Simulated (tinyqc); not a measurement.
## Lossy on-chip transmission line with skin effect: effect of the loss tangent

A uniform line in a homogeneous dielectric: c = sqrt(er)/(c0 Z0), l = Z0 sqrt(er)/c0 (c0 = 299792458 m/s), g = w c td, w = 2 pi f. The resistance joins its limits as r = sqrt(r_dc^2 + r_hf^2), with r_dc = rho/(wd th), r_hf = kr rho/(2 delta (wd + th)), delta = sqrt(rho/(pi f mu0)), mu0 = 4 pi 1e-7 H/m; this is an interpolation, and internal inductance, up to 0.05 nH/mm at low frequency, is neglected.

gamma = sqrt((r + i w l)(g + i w c)) = alpha + i beta, Zc = sqrt((r + i w l)/(g + i w c)), roots with positive real part; loss 8.685889638 alpha in dB; phase velocity w/beta. ZL = 1/(1/RL + i w CL); reflection (ZL - Zc)/(ZL + Zc); Zin = Zc (ZL + Zc tanh(gamma len))/(Zc + ZL tanh(gamma len)); H = V_load/V_source = [Zin/(Zin + Rg)]/[cosh(gamma len) + (Zc/ZL) sinh(gamma len)].

Parameters, values chosen for the exercise:
- wd = 0.51 um (width of the strip)
- th = 0.51 um (thickness of the strip)
- rho = 2 uohm cm (resistivity)
- er = 3 (relative permittivity)
- Z0 = 50 ohm (lossless impedance sqrt(l/c))
- kr = 1.5 (factor for crowding and the return path)
- len = 0.39 mm (length)
- Rg = 10 ohm (source resistance)
- RL = 50 ohm (load resistance)
- CL = 0 fF (load capacitance)
- f = 0.69 GHz (frequency)

The same in every row: r (ohm/mm) = 77.08; r/(w l) = 61.55.

Results:
```
td,loss (dB/mm),|Zc| (ohm),phase velocity over c0,length in wavelengths,|H| (dB)
0,1.197,392.3,0.1032,0.008695,-5.111
0.001,1.198,392.3,0.1033,0.008691,-5.112
0.002,1.198,392.3,0.1033,0.008687,-5.112
0.01,1.203,392.3,0.1037,0.008653,-5.112
0.02,1.209,392.3,0.1043,0.008610,-5.112
0.04,1.222,392.1,0.1053,0.008526,-5.113
```

Estimate the missing row, td = 0.005.

Computed row:
```
td,loss (dB/mm),|Zc| (ohm),phase velocity over c0,length in wavelengths,|H| (dB)
0.005,1.200,392.3,0.1035,0.008674,-5.112
```

With this row back in the table: As td goes from 0 to 0.04, the loss rises from 1.20 to 1.22 dB/mm, |Zc| stays near 392 ohm and |H| goes from -5.11 to -5.11 dB, with its highest value among the rows, -5.11 dB, at td = 0. In the low-loss estimate the dielectric part g Z0/2 equals the conductor part r/(2 Z0) at td = 61.6.

Program tinyqc, `OMP_NUM_THREADS=1 python tinyqc.py 2810173 2810174 out.jsonl`; Intel Xeon 2.30GHz, shared host, one thread, about 0.01 s.
